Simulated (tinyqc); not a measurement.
Worked calculation: binary melting diagram from solution models of liquid and solid. Computed by tinyqc, a small Python program that keeps every step. Command: `OMP_NUM_THREADS=1 python tinyqc.py 3017223 3017224 out.jsonl melt walk`. One thread of a shared host (Intel(R) Xeon(R) Processor @ 2.30GHz), about 0.01 s of CPU time with the checks. Intermediate numbers are printed to about 6 digits and carried at full precision; extremes and crossings named in words are read from the listed rows.

x is the fraction of B. In a phase with interaction L: mu_A = G_A + R T ln(1 - x) + L x^2, mu_B = G_B + R T ln x + L (1 - x)^2. Melting: G(liquid) - G(solid) = H (1 - T/T_m) for each pure component.

Inputs (values chosen for the exercise, for a model alloy):

| quantity | value | unit |
|---|---|---|
| melting point T_A | 1090 | K |
| melting point T_B | 790 | K |
| heat of melting H_A | 10 | kJ/mol |
| heat of melting H_B | 8.6 | kJ/mol |
| liquid interaction L_L | -16 | kJ/mol |
| overall fraction x0 | 0.27 | - |

Diagram: eutectic with pure solids.

Constants: R = 8.314462618 J/(mol K).

## The two liquidus branches

Liquid against pure solid A: T = (H_A + L_L x^2)/(H_A/T_A - R ln(1 - x)); against pure solid B: T = (H_B + L_L (1 - x)^2)/(H_B/T_B - R ln x). The higher branch is the stable one; a dash marks a branch without a positive root.

Liquidus temperatures (K):

| x | branch A | branch B | first solid |
|---|---|---|---|
| 0.05 | 1037.41 | - | A |
| 0.15 | 915.86 | - | A |
| 0.30 | 705.11 | 36.370 | A |
| 0.45 | 477.91 | 214.548 | A |
| 0.60 | 252.49 | 399.119 | B |
| 0.75 | 48.31 | 572.375 | B |
| 0.90 | - | 717.559 | B |
| 0.97 | - | 770.747 | B |

## Eutectic point by bisection

Halve the interval 0.001 to 0.999 for the crossing, 44 times.

Bisection, first 12 steps:

| step | x | branch A (K) | branch B (K) |
|---|---|---|---|
| 1 | 0.500000 | 401.675 | 276.289 |
| 2 | 0.749500 | 48.927 | 571.835 |
| 3 | 0.624750 | 216.753 | 428.932 |
| 4 | 0.562375 | 307.862 | 353.231 |
| 5 | 0.531188 | 354.518 | 314.839 |
| 6 | 0.546781 | 331.117 | 334.064 |
| 7 | 0.538984 | 342.800 | 324.458 |
| 8 | 0.542883 | 336.954 | 329.263 |
| 9 | 0.544832 | 334.034 | 331.664 |
| 10 | 0.545807 | 332.575 | 332.864 |
| 11 | 0.545319 | 333.305 | 332.264 |
| 12 | 0.545563 | 332.940 | 332.564 |

eutectic composition x_E = 0.545701

eutectic temperature T_E = 332.734 K

T_E lies 457 K below the lower melting point, and x_E lies on the side of B, the lower-melting component.

## Freezing of the alloy x0

Primary solid forms at the higher branch; just above T_E its mole fraction is (x_E - x0)/x_E for A or (x0 - x_E)/(1 - x_E) for B, and the rest freezes as eutectic, with B making up x_E of it.

liquidus temperature = 749.184 K

fraction of primary solid = 0.505223

freezing range = 416.450 K

The primary solid is A.

## Effect of the liquid interaction

The crossing is found anew for each L_L.

Eutectic point:

| L_L (kJ/mol) | x_E | T_E (K) |
|---|---|---|
| -10.0 | 0.562178 | 426.364 |
| -6.9 | 0.574490 | 474.405 |
| -3.4 | 0.593754 | 528.167 |
| -1.7 | 0.606212 | 553.998 |
| 0.0 | 0.621616 | 579.552 |
| 2.0 | 0.644919 | 609.106 |
| 4.0 | 0.675978 | 637.815 |

T_E rises from 426 to 638 K, 15.1 K per kJ/mol on average: attraction in the liquid stabilises it and deepens the eutectic. As attraction grows x_E moves from 0.676 to 0.562, towards 1/2, where mixing gains most.

Checks made by the program: equal chemical potentials at the eutectic (relative difference below 1e-10).
